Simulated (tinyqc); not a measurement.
## Magnetoresistance against angle

Conductance G = G0 (1 + P1 P2 cos(phi)) at low bias, phi the angle between the magnetisations, normalised to Rp = RA/area at phi = 0.

Values chosen for this exercise:
- Dm = 21 nm (diameter)
- P1 = 0.67 (spin polarisation of the reference layer)
- P2 = 0.57 (spin polarisation of the free layer)
- RA = 1.5 ohm um^2 (resistance-area product, parallel state)

Magnetoresistance against angle:
```
phi (degree)  R (kohm)  R/Rp - 1 (%)  share of the full TMR (%)
0                4.331             0                          0
20               4.404         1.695                      1.372
45               4.712         8.807                      7.127
70               5.293         22.23                      17.99
90               5.985         38.19                      30.91
110              6.884         58.95                      47.71
135              8.199         89.31                      72.28
160              9.335         115.5                      93.50
180              9.682         123.6                      100.0
```

R rises from 4.33 to 9.68 kohm, TMR0 = 124 %. It is the conductance that follows cos(phi), so at 90 degrees R has covered only (1 - P1 P2)/2 = 30.9 % of its range.

tinyqc, about 0.01 s, one thread, Intel Xeon 2.30GHz (shared host): `OMP_NUM_THREADS=1 python tinyqc.py 2450046 2450047 out.jsonl`
